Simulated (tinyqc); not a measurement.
Strained alloy layer of InAs and GaAs on (001) InP, model-solid band line-up: gaps, strain and offsets against composition.

The layer is x parts of the first compound and 1 - x of the second, grown coherently on the third as substrate and barrier. Rows of the table: lattice constant a, average valence level Ea on an absolute scale, spin-orbit splitting so, gaps at Gamma, X and L, hydrostatic deformation potentials av and ac (Gamma), shear potential b, elastic constants, electron and heavy-hole (along z) masses. All are interpolated linearly in x; gaps get -C x (1 - x), taken wholly in the conduction band; real line-ups can differ from this model by 0.1 eV or more.

In-plane strain e = (a_substrate - a)/a, e_z = -2 (c12/c11) e, volume change 2 e + e_z. With v = 2 e + e_z and d = 2 b (e_z - e): Eav = Ea + av v; E_hh = Eav + so/3 - d/2; E_lh = Eav - so/6 + d/4 + sqrt(so^2 + so d + 9 d^2/4)/2; E_c = Ea + so/3 + EG + ac v (Gamma). Substrate: E_v = Ea + so/3, E_c = E_v + EG. Well depths: dEc = E_c(substrate) - E_c, dEhh = E_hh - E_v(substrate), dElh likewise; strained Gamma gap E_c - max(E_hh, E_lh); positive values confine carriers in the layer. Matthews-Blakeslee for 60-degree dislocations in a single layer: hc = k (ln(hc/bv) + 1), k = bv (1 - nu/4)/(4 pi |e| (1 + nu)), nu = c12/(c11 + c12), bv = a/sqrt(2); the larger root. The valence offset is the larger of dEhh and dElh; a dash marks |e| under 0.02 % or no root.

Values chosen for this exercise:
- CG = 0.477 eV (bowing of the Gamma gap)
- CX = 1.4 eV (bowing of the X gap)
- CL = 0.33 eV (bowing of the L gap)

Binary compounds, values chosen for the exercise:
```
	close to InAs	close to GaAs	close to InP
a (angstrom)	6.058	5.653	5.869
Ea (eV)	-6.67	-6.92	-7.04
so (eV)	0.376	0.337	0.111
EG (eV)	0.358	1.44	1.35
EX (eV)	1.36	1.91	2.2
EL (eV)	1.07	1.7	1.9
av (eV)	1	1.16	1.28
ac (eV)	-5.09	-7.16	-5.07
b (eV)	-1.79	-1.7	-1.72
c11 (GPa)	83.5	120	101
c12 (GPa)	44.9	54.3	56.5
me (m0)	0.0231	0.0676	0.0799
mh (m0)	0.326	0.352	0.53
```

Results:
```
x	e (%)	relaxed Gamma gap (eV)	lower of X and L gaps (eV)	strained Gamma gap (eV)	E_hh - E_lh (meV)	dEc (eV)	valence offset (eV)	hc (nm)
0.25	1.9942	1.0801	1.4806	0.82857	-153.49	0.14965	0.37178	3.60
0.33	1.4231	0.97748	1.4190	0.80478	-107.17	0.18732	0.35790	5.82
0.41	0.85839	0.88099	1.3458	0.78127	-62.881	0.22216	0.34658	11.4
0.49	0.29993	0.79062	1.2906	0.75746	-21.225	0.25410	0.33844	42.8
0.57	-0.25239	0.70635	1.2534	0.71559	17.124	0.28312	0.35129	52.9
0.66	-0.86651	0.61884	1.2101	0.64747	55.549	0.31219	0.39034	11.4
0.82	-1.9398	0.48235	1.1347	0.53392	110.20	0.35435	0.46173	3.78
0.9	-2.4678	0.42327	1.1033	0.48078	131.24	0.37077	0.49845	2.63
```

Estimate the missing row, x = 0.74.

Computed row:
```
x	e (%)	relaxed Gamma gap (eV)	lower of X and L gaps (eV)	strained Gamma gap (eV)	E_hh - E_lh (meV)	dEc (eV)	valence offset (eV)	hc (nm)
0.74	-1.4061	0.54755	1.1703	0.58948	85.076	0.33481	0.42571	5.95
```

With this row back in the table: The relaxed Gamma gap falls from 1.08 to 0.423 eV and the strained one falls from 0.829 to 0.481 eV. The lattice matches the substrate at x = 0.533; the heavy hole is on top where the layer is compressed (e < 0) and the light hole where it is stretched. dEc rises from 0.150 to 0.371 eV and the valence offset goes from 0.372 through a minimum of 0.338 (at x = 0.49 among the rows listed) to 0.498 eV. At the largest strain listed, -2.47 %, strain changes the gap by 57.5 meV.

Program tinyqc, `OMP_NUM_THREADS=1 python tinyqc.py 2690156 2690157 out.jsonl`; Intel Xeon 2.30GHz, shared host, one thread, about 0.01 s.
